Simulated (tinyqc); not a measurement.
From results back to parameters: core-shell quantum dot (spherical envelope functions). Three cases, with inputs chosen for the exercise.

Problem. The lowest electron level was computed from a hidden shell thickness H.

Parabolic bands; strain and other valleys are left out. s states, u = r psi, hard wall at R + H, c = hbar^2/2m0, energies from the band edges of the core. Core: u = sin(k1 r)/k1, k1 = sqrt(m1 E/c). At R, psi and psi'/m are continuous, so u is continuous and its slope in the shell is s = u/R + (m2/m1)(u' - u/R). Shell: u(R + x) = u(R) cos(k2 x) + s sin(k2 x)/k2, k2 = sqrt(m2 (E - V)/c); for negative arguments the functions turn into sinh and cosh. A level has u(R + H) = 0.

Constants: hbar^2/2m0 = 3.80998211 eV angstrom^2.

Find: u(R); s; H.

Method. u(R) and s follow from E_e; u(R + H) = 0 gives tan(k2 H) = -k2 u(R)/s, with the first positive root.

Case 1.

Values chosen (near those of a GaAs/AlGaAs core-shell dot; shifted at random, so the results belong to these values and not to a real crystal): R = 20 angstrom (core radius); Vc = 0.23 eV (conduction edge of the shell above that of the core); me1 = 0.065 m0 (electron, core); me2 = 0.086 m0 (electron, shell).

E_e = 0.6087304 eV

Solution.

u(R) = 8.760 angstrom
s = -0.7376
H = 9.0 angstrom

Case 2.

Values chosen (near those of a ZnSe/CdS core-shell dot; shifted at random, so the results belong to these values and not to a real crystal): R = 25 angstrom (core radius); Vc = -0.804 eV (conduction edge of the shell above that of the core); me1 = 0.162 m0 (electron, core); me2 = 0.2 m0 (electron, shell).

E_e = -0.6648760 eV

Solution.

u(R) = 198.950 angstrom
s = 39.4494
H = 32.0 angstrom

Case 3.

Values chosen (near those of a GaAs/AlGaAs core-shell dot; shifted at random, so the results belong to these values and not to a real crystal): R = 20 angstrom (core radius); Vc = 0.234 eV (conduction edge of the shell above that of the core); me1 = 0.07 m0 (electron, core); me2 = 0.09 m0 (electron, shell).

E_e = 0.4383527 eV

Solution.

u(R) = 10.864 angstrom
s = -0.4409
H = 15.0 angstrom

Computed by tinyqc, one run a case: `OMP_NUM_THREADS=1 python tinyqc.py N N+1 out.jsonl` with N = 1281226, 1281414, 1281574; one thread of a shared Intel(R) Xeon(R) Processor @ 2.30GHz, about 0.07 s a run at most.
